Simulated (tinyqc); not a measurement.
# From one set of inputs to another, one input at a time

Model: specific resistance of a metal-semiconductor contact and its transmission-line measurement. Computed by tinyqc, a small Python program. Command: `OMP_NUM_THREADS=1 python tinyqc.py 3022336 3022337 out.jsonl contact ladder`. One thread of a shared host (Intel(R) Xeon(R) Processor @ 2.30GHz), about 0.02 s of CPU time with the checks.

The barrier is parabolic (depletion approximation), energies E are normal energies counted from the band edge in the neutral semiconductor (downwards for holes), and the bias is zero. xi is an input, held fixed when other inputs move.

The inputs printed are set A. Set A is modelled on n-type silicon; the values taken over come from a set modelled on n-type GaN. Inputs not listed in the table keep their values of set A, so the rows need not describe a real material.

Inputs (values chosen for the exercise, modelled on n-type silicon): tunnelling mass m = 0.32 m_0; permittivity eps = 11.7; Richardson constant A* = 112 A/(cm^2 K^2); barrier height phi_B = 0.61 eV; doping N = 4e+18 1/cm^3; Fermi level above the band edge in the bulk, xi = -0.12 eV; temperature T = 500 K; sheet resistance R_sh = 6200 ohm; contact length d = 3.7 micrometre; contact width W = 0.069 micrometre.

Image-force lowering: included.

Constants: hbar = 1.054571817e-34 J s; eps_0 = 8.8541878128e-12 F/m; m_0 = 9.1093837015e-31 kg; k_B = 8.617333262e-05 eV/K; e = 1.602176634e-19 C.

Method:
- E_00 = (e hbar/2) sqrt(N/(eps eps_0 m)); band bending E_b = phi_B + xi; depletion width w = sqrt(2 eps eps_0 E_b/(e^2 N)). Image lowering d_phi = (e^3 N E_b/(8 pi^2 (eps eps_0)^3))^(1/4) (E_b in volts), and E_b - d_phi replaces E_b everywhere except in w.
- WKB transmission for E < E_b, with a = E/E_b: D = exp{-(E_b/E_00) [sqrt(1 - a) - a ln((1 + sqrt(1 - a))/sqrt(a))]}; D = 1 above.
- At zero bias 1/rho_c = (e A*/k_B^2) int D(E) f(E) dE, f = 1/(1 + exp((E - xi)/k_B T)); 200 Gauss-Legendre points from 0 to E_b, and k_B T ln(1 + exp((xi - E_b)/k_B T)) for the part above the barrier; the share of tunnelling is the part below.
- Transmission-line model: transfer length L_T = sqrt(rho_c/R_sh); R_c = (R_sh L_T/W) coth(d/L_T). Limits: rho_c/(W d) for d << L_T, sqrt(rho_c R_sh)/W for d >> L_T.

Each row keeps all changes above it:
```
input moved                             from       to  specific contact resistance rho_c (ohm cm^2)  contact resistance R_c (ohm)  depletion width (nm)
set A                                      -        -                                     3.123e-05                     6.377e+04                 12.59
doping N (1/cm^3)                      4e+18  1.1e+19                                     6.358e-06                     2.877e+04                  7.59
tunnelling mass m (m_0)                 0.32      0.2                                     3.466e-06                     2.125e+04                  7.59
temperature T (K)                        500      400                                     1.803e-05                     4.846e+04                  7.59
Richardson constant A* (A/(cm^2 K^2))    112     24.9                                     8.112e-05                     1.031e+05                  7.59
contact width W (micrometre)           0.069    0.054                                     8.112e-05                     1.317e+05                  7.59
barrier height phi_B (eV)               0.61     0.74                                     8.391e-04                     5.529e+05                  8.54
sheet resistance R_sh (ohm)             6200      520                                     8.391e-04                     4.318e+05                  8.54
```

Specific contact resistance rho_c goes from 3.12e-5 to 8.39e-4, a factor 26.9 in all. The largest single move comes from barrier height phi_B (a factor 10.3), and doping N works against it (a factor 0.204). Contact resistance R_c goes from 63800 to 432000, a factor 6.77 in all. The largest single move comes from barrier height phi_B (a factor 4.20), and doping N works against it (a factor 0.451). Depletion width goes from 12.6 to 8.54, a factor 0.678 in all. The largest single move comes from doping N (a factor 0.603), and barrier height phi_B works against it (a factor 1.12). The single moves hold for this order of the switches; the total does not depend on the order.

Extremes, crossings and ranges named in words are read from the listed rows.
